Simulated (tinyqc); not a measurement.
# Threshold of a short bulk MOSFET: charge sharing, barrier lowering, narrow width: threshold roll-off against channel length

n-channel device on a p-type body, depletion approximation, full ionisation. Uniform doping N = Na. Vbi from Boltzmann statistics is rough for the degenerate source. Cox = eps0 eox/tox.

ni = sqrt(Nc Nv) exp(-Eg/(2 Vt)), Eg in volts; 2 pB = 2 Vt ln(N/ni); flat band Vfb - Vt ln(N/Na); Wd = sqrt(2 eps0 eps_r (2 pB - Vbs)/(q N)); body term q N Wd/Cox; long-channel VT0 = flat band + 2 pB + body term; Vbi = Vt ln(N Nsd/ni^2); scale length l = sqrt((eps_r/eox) tox Wd). Charge sharing (trapezoid; it ignores Vds): F = (xj/L)(sqrt(1 + 2 Wd/xj) - 1), lowering = body term times F. Barrier lowering: th = exp(-L/(2 l)) + 2 exp(-L/l), lowering = th [2 (Vbi - 2 pB) + Vds], DIBL = th. Narrow width: rise = body term times xw Wd/W. VT by each model = VT0 - lowering + rise. DIBL under 0.001 mV/V is printed as 0.

Inputs (values chosen for the exercise); band and dielectric values close to those of silicon: temperature T = 300 K; band gap Eg = 1.12 eV; relative permittivity eps_r = 11.9; conduction-band density of states at T Nc = 2.84e19 cm^-3; valence-band density of states at T Nv = 2.68e19 cm^-3; relative permittivity of the gate insulator (close to silicon nitride) eox = 7.71; insulator thickness tox = 19 nm; channel doping Na = 6e16 cm^-3; source and drain doping Nsd = 1e20 cm^-3; flat-band voltage for the doping Na Vfb = -0.97 V; junction depth xj = 82 nm; body-source voltage Vbs = -1 V; drain-source voltage Vds = 0.5 V; gate width W = 800 nm; shape factor of the fringing depletion at the width edges xw = 0.7854.

Constants: q = 1.602176634e-19 C, kB = 1.380649e-23 J/K, Vt = kB T/q, eps0 = 8.8541878128e-14 F/cm where lengths are in cm. Results are converted to the units shown.

The same in every row: N (cm^-3) = 6.000e16; VT0 (V) = 0.3649.

Threshold roll-off against channel length:
```
L (nm)	L/l	F	DIBL (mV/V)	VT, charge sharing (V)	VT, barrier lowering (V)
240	3.143	0.4846	294.0	0.2110	0.2090
350	4.584	0.3323	121.5	0.2920	0.3614
510	6.679	0.2281	37.96	0.3474	0.4352
730	9.561	0.1593	8.534	0.3840	0.4612
1100	14.41	0.1057	0.7453	0.4125	0.4681
1500	19.65	0.07754	0.05422	0.4275	0.4687
2200	28.81	0.05287	0	0.4406	0.4687
3200	41.91	0.03635	0	0.4494	0.4687
4600	60.24	0.02529	0	0.4553	0.4687
```

VT by barrier lowering rises from 0.209 to 0.469 V and VT by charge sharing rises from 0.211 to 0.455 V. DIBL is under 100 mV/V from L = 510 nm on among the rows (th = 0.1 at L/l = 4.92). For L = 240 DIBL exceeds 250 mV/V, where the barrier formula is rough.

Program tinyqc, `OMP_NUM_THREADS=1 python tinyqc.py 2002030 2002031 out.jsonl`; Intel Xeon 2.30GHz, shared host, one thread, about 0.01 s.
